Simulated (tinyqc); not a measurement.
# Thermoelectric coefficients of a parabolic band, Landauer integrals, step by step

Numbers from tinyqc (`OMP_NUM_THREADS=1 python tinyqc.py 2800016 2800017 out.jsonl`; about 0.03 s on one thread of a shared Intel Xeon 2.30GHz). Printed values are rounded.

Bulk parabolic band, x = (E - Ec)/kB T, C = hbar^2/(2 m0), kB T in eV. Modes per area gv m kB T x/(4 pi C) times the back-scattering length l0 x^rr give the transport function s0 X(x), s0 = (2 q^2/h) gv m kB T l0/(4 pi C), X = x^(1 + rr). I_k = int X (x - eta)^k w dx, w = 1/(4 cosh^2((x - eta)/2)).

Parameters, values chosen for the exercise: temperature T = 200 K; mass of one valley m = 1.1 m0; valleys gv = 4; back-scattering length at x = 1 l0 = 1.1 nm; energy exponent of that length rr = 2; lattice thermal conductivity kL = 6.1 W/(m K); reduced Fermi level (EF - Ec)/kB T eta = -0.9; lower end of the grid xa = 0; upper end of the grid xe = 10; points of the grid nE = 15.

Constants: q = 1.602176634e-19 C, kB = 1.380649e-23 J/K, hbar = 1.054571817e-34 J s, h = 6.62607015e-34 J s, m0 = 9.1093837015e-31 kg, Vt = kB T/q, hbar^2/(2 m0) = 0.0380998212 eV nm^2. Results are converted to the units shown.

Range of the model: Parabolic bands, elastic scattering and a fixed kL make these model figures, not those of a material.

## The three integrals on a coarse grid

Simpson's rule on nE equally spaced points from xa to xe.

```
point        x         X           w        X w
0       0.0000         0    0.205500          0
1       0.7143  0.364431    0.138440  0.0504520
2       1.4286   2.91545   0.0809015   0.235865
3       2.1429   9.83965   0.0434542   0.427574
4       2.8571   23.3236   0.0222969   0.520045
5       3.5714   45.5539   0.0111741   0.509022
6       4.2857   78.7172  0.00553383   0.435608
7       5.0000       125  0.00272450   0.340562
8       5.7143   186.589  0.00133748   0.249559
9       6.4286   265.671  6.55650e-4   0.174187
10      7.1429   364.431  3.21183e-4   0.117049
11      7.8571   485.058  1.57284e-4  0.0762919
12      8.5714   629.738  7.70094e-5  0.0484957
13      9.2857   800.656  3.77023e-5  0.0301866
14     10.0000      1000  1.84576e-5  0.0184576
```

I_0, I_1, I_2 on this grid: 2.30114  11.3114  63.4243

Converged values are 2.3282, 11.623 and 67.234; the grid is 1.2 % below the first and 5.7 % below the last.

## Coefficients of the electrons

converged I_0, I_1, I_2: 2.32825  11.6229  67.2341

sigma = s0 I_0, S = -(kB/q) I_1/I_0, Lorenz number L = (kB/q)^2 [I_2/I_0 - (I_1/I_0)^2], kappa_e = L sigma T.

s0 = 134.993 S/cm
sigma = 314.297 S/cm
S = -430.186 uV/K
L = 2.93801 x 1e-8 V^2/K^2
kappa_e = 0.184681 W/(m K)

L is 20 % above the Sommerfeld value (pi^2/3)(kB/q)^2 = 2.443e-8 V^2/K^2. The non-degenerate form -(kB/q)(2 + rr - eta) gives -422 uV/K, 1.8 % below S in size.

## Power factor and figure of merit

Power factor S^2 sigma, ZT = S^2 sigma T/(kappa_e + kL).

power factor = 5.81637 mW/(m K^2)
ZT = 0.185097
electronic share of kappa = 2.93859 %
